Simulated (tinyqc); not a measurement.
MOSFET in saturation, small-signal circuit and noise: one step of the calculation.

Bias by the inversion coefficient IC = I/Ispec (charge-based model with velocity saturation; weak inversion below 0.1, strong above 10). Common-source circuit: gm, gds, Cgs, Cgd and Cj at the inner nodes, Rg in series with the gate; quasi-static, no source or drain resistance, no gate-body capacitance, no substrate network, no induced gate noise, so fmax is an upper estimate.

Task. Admittance matrix. Inner admittances at w = 2 pi f: y11 = i w (Cgs + Cgd), y12 = -i w Cgd, y21 = gm - i w Cgd, y22 = gds + i w (Cgd + Cd). Invert to Z, add Rg to Z11 and invert back to Y.

Values chosen for this exercise: signal frequency f = 5 GHz.

gm = 129.71448 mS
gds = 2.8537185 mS
Cgs = 177.80845 fF
Cgd = 28.8 fF
Cd = 51.2 fF
Rg = 3.7660256 ohm

Give: inner y; Y with Rg.

Result.

inner y (mS):
```
              1           2
1    0.00+6.49i  0.00-0.90i
2  129.71-0.90i  2.85+2.51i
```

Y with Rg (mS):
```
              1            2
1    0.16+6.49i  -0.02-0.90i
2  129.61-4.07i   2.87+2.95i
```

tinyqc, about 0.01 s, one thread, Intel Xeon 2.30GHz (shared host): `OMP_NUM_THREADS=1 python tinyqc.py 2150056 2150057 out.jsonl`
